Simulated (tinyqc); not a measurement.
# MOS capacitor on a p-type substrate, surface potential from the exact charge relation: what changes with what

Uniform p-type substrate, Boltzmann statistics, full ionisation, classical densities. psi is the surface potential against the body (positive when the bands bend down) and u = psi/Vt. Traps are spread evenly over the gap and neutral at flat band, so their charge is -q Dit psi; the minority quasi-Fermi level is shifted by Vb.

Inputs (values chosen for the exercise); band and dielectric values close to those of silicon:
- T = 450 K (temperature)
- Eg = 1.14 eV (band gap)
- eps_r = 11.6 (relative permittivity)
- Nc = 5.24e19 cm^-3 (conduction-band density of states at T)
- Nv = 4.83e19 cm^-3 (valence-band density of states at T)
- chi = 4.12 eV (electron affinity)
- N = 2.1e16 cm^-3 (acceptor density of the substrate)
- eox = 3.9 (relative permittivity of the gate insulator (close to silicon dioxide))
- tox = 5.3 nm (insulator thickness)
- phiM = 5.08 eV (gate work function)
- Nf = 0 cm^-2 (fixed charge at the interface, in units of q)
- Dit = 0 cm^-2 eV^-1 (density of interface traps)
- Vb = 1.5 V (reverse bias of the inversion layer against the body)

Constants: q = 1.602176634e-19 C, kB = 1.380649e-23 J/K, Vt = kB T/q, eps0 = 8.8541878128e-14 F/cm where lengths are in cm. Results are converted to the units shown.

Each table varies one quantity; the others keep the values above.

## Capacitance-voltage curves

ni = sqrt(Nc Nv) exp(-Eg/(2 Vt)), Eg in volts; phiF = Vt ln(N/ni); Cox = eps0 eox/tox; Vfb = phiM - chi - (Eg - Vt ln(Nv/N)) - q Nf/Cox; Q0 = sqrt(2 eps0 eps_r q N Vt); r = (ni/N)^2 exp(-Vb/Vt); VT = Vfb + [(2 phiF + Vb)(1 + q Dit/Cox) + sqrt(2 eps0 eps_r q N (2 phiF + Vb))/Cox]. u = psi/Vt; F^2 = exp(-u) + u - 1 + r (exp(u) - u - 1); Qs = -sign(u) Q0 F; Cs = -dQs/dpsi = (Q0/Vt) |1 - exp(-u) + r (exp(u) - 1)|/(2 F). psi solves Vg = Vfb + psi + (q Dit psi - Qs)/Cox. Low frequency: 1/C_LF = 1/Cox + 1/(Cs + q Dit). High frequency, in the simple estimate in which traps and minority carriers do not follow: 1/C_HF = 1/Cox + 1/Cd, Cd being Cs with r = 0 at the same psi. Deep depletion: r = 0 and Dit = 0 both in the equation for psi and in Cs. Minority sheet density N_inv = (Q0/(2 q)) int_0^u r (exp(t) - 1)/F(t) dt for u > 0. N_inv under 1 cm^-2 is printed as 0. Regimes: accumulation when majority carriers gather, then depletion up to |psi| = phiF + Vb, weak inversion up to 2 phiF + Vb, strong inversion beyond.

Results:
```
Vg (V)  psi (V)  C_LF/Cox  C_HF/Cox  C_deep/Cox  N_inv (cm^-2)            regime
-0.59   -0.2296    0.8630    0.8630      0.8630              0      accumulation
-0.19   -0.1486    0.6948    0.6948      0.6948              0      accumulation
0.62     0.4210   0.09355   0.09355     0.09355              0         depletion
1.02     0.7893   0.06859   0.06859     0.06859              0         depletion
1.42      1.164   0.05672   0.05672     0.05672          1.653         depletion
1.83      1.553   0.04929   0.04929     0.04929        3.172e4         depletion
2.23      1.934   0.04726   0.04429     0.04429        5.256e8    weak inversion
2.63      2.210    0.7042   0.04150     0.04055       4.601e11  strong inversion
3.03      2.282    0.8803   0.04085     0.03763       1.785e12  strong inversion
```

Estimate the missing row, Vg = 0.22 V.

Computed row:
```
Vg (V)  psi (V)  C_LF/Cox  C_HF/Cox  C_deep/Cox  N_inv (cm^-2)     regime
0.22    0.07400    0.2116    0.2116      0.2116              0  depletion
```

With this row back in the table: C_LF/Cox is lowest, 0.0473, at Vg = 2.23 V (weak inversion) among the rows listed and is 0.880 in the last row, where C_HF/Cox is 0.0409 and the deep-depletion value 0.0376. Vfb = 0.120 V, where C_HF/Cox = 0.314 (Cox in series with eps0 eps_r/LD), and VT = 2.34 V. Over the last two rows psi moves by only 0.18 V a volt of gate bias, since the inversion charge screens the body. In strong accumulation and inversion degeneracy and confinement, left out here, lower the capacitance.

## Effect of the reverse bias of the inversion layer against the body on threshold and swing

ni = sqrt(Nc Nv) exp(-Eg/(2 Vt)), Eg in volts; phiF = Vt ln(N/ni); Cox = eps0 eox/tox; Vfb = phiM - chi - (Eg - Vt ln(Nv/N)) - q Nf/Cox; VT = Vfb + [(2 phiF + Vb)(1 + q Dit/Cox) + sqrt(2 eps0 eps_r q N (2 phiF + Vb))/Cox]. gamma = sqrt(2 eps0 eps_r q N)/Cox; Wm = sqrt(2 eps0 eps_r (2 phiF + Vb)/(q N)); m = 1 + (eps0 eps_r/Wm + q Dit)/Cox; swing m Vt ln 10; Cmin/Cox = 1/(1 + Cox Wm/(eps0 eps_r)).

In this table Dit = 0 cm^-2 eV^-1.

The same in every row: Vfb (V) = 0.1202; 2 phiF (V) = 0.5365; gamma (V^0.5) = 0.1276.

Result of one run:
```
Vb (V)  VT (V)  Wm (nm)      m  swing (mV/decade)  Cmin/Cox
0       0.7501    181.0  1.087              97.07   0.08012
```

What becomes of these results when the reverse bias of the inversion layer against the body Vb is changed from 0 to 0.4 V, all else the same?

Result of the changed run:
```
Vb (V)  VT (V)  Wm (nm)      m  swing (mV/decade)  Cmin/Cox
0.4      1.180    239.1  1.066              95.18   0.06185
```

The whole series:
```
Vb (V)  VT (V)  Wm (nm)      m  swing (mV/decade)  Cmin/Cox
0       0.7501    181.0  1.087              97.07   0.08012
0.4      1.180    239.1  1.066              95.18   0.06185
0.8      1.604    285.7  1.055              94.22   0.05230
1.2      2.025    325.6  1.048              93.61   0.04618
1.6      2.443    361.2  1.044              93.19   0.04182
2        2.860    393.5  1.040              92.87   0.03852
2.4      3.275    423.4  1.037              92.61   0.03589
2.8      3.690    451.3  1.035              92.41   0.03375
```

As Vb goes from 0 to 2.8, VT rises from 0.750 to 3.69 V, the swing falls from 97.1 to 92.4 mV/decade and Cmin/Cox falls from 0.0801 to 0.0337. Vfb does not move. The slope |dVT/dVb| between the first two rows is 1.08, close to m (VT is counted against the body; against the source it is m - 1).

## Effect of the fixed charge at the interface on threshold and swing

Same model as above.

The same in every row: 2 phiF (V) = 0.5365; gamma (V^0.5) = 0.1276; Wm (nm) = 352.6; m = 1.045; swing (mV/decade) = 93.28; Cmin/Cox = 0.04279.

Results:
```
Nf (cm^-2)   Vfb (V)  VT (V)
-4e11         0.2185   2.437
0             0.1202   2.339
2e11         0.07099   2.290
4e11         0.02180   2.240
6e11        -0.02738   2.191
8e11        -0.07656   2.142
```

Estimate the missing row, Nf = -2e11 cm^-2.

Computed row:
```
Nf (cm^-2)  Vfb (V)  VT (V)
-2e11        0.1693   2.388
```

With this row back in the table: As Nf goes from -4e11 to 8e11, VT falls from 2.44 to 2.14 V, the swing stays at 93.3 mV/decade and Cmin/Cox stays at 0.0428. The whole change of VT is that of Vfb: the curve shifts rigidly.

Numbers from tinyqc (`OMP_NUM_THREADS=1 python tinyqc.py 2060043 2060044 out.jsonl`; about 0.01 s on one thread of a shared Intel Xeon 2.30GHz).
